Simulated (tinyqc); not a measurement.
Band offset of a heterojunction with an interface dipole (two-band chains, self-consistent charge): one step. The line-up.

Inputs chosen for the exercise (out of a larger set: gaps near those of Si and GaP; the chains and D0 are free models, so the offsets are not those of the real pair; not measured data): G1 = 1.16 eV (gap on the left); G2 = 2.25 eV (gap on the right); D0 = -0.79 eV (mid-gap of the right side above that of the left, without dipole).

D = -0.526893 eV

Question. Ev(right) - Ev(left) = D - (G2 - G1)/2 and Ec(right) - Ec(left) = D + (G2 - G1)/2, for D0, for the self-consistent D and for D = 0. Type I: the offsets have opposite signs; type III: one valence edge lies above the other conduction edge; else type II.

Give: Offsets (eV).

Answer.

Offsets (eV):
```
case,D,valence,conduction,type
no dipole,-0.790,-1.335,-0.245,type II (staggered)
self-consistent,-0.527,-1.072,0.018,type I (straddling)
neutrality levels aligned,0.000,-0.545,0.545,type I (straddling)
```

The dipole changes the type of the junction.

(tinyqc, `OMP_NUM_THREADS=1 python tinyqc.py 1482304 1482305 out.jsonl`, Intel(R) Xeon(R) Processor @ 2.30GHz, 1 thread, shared host, about 0.3 s.)
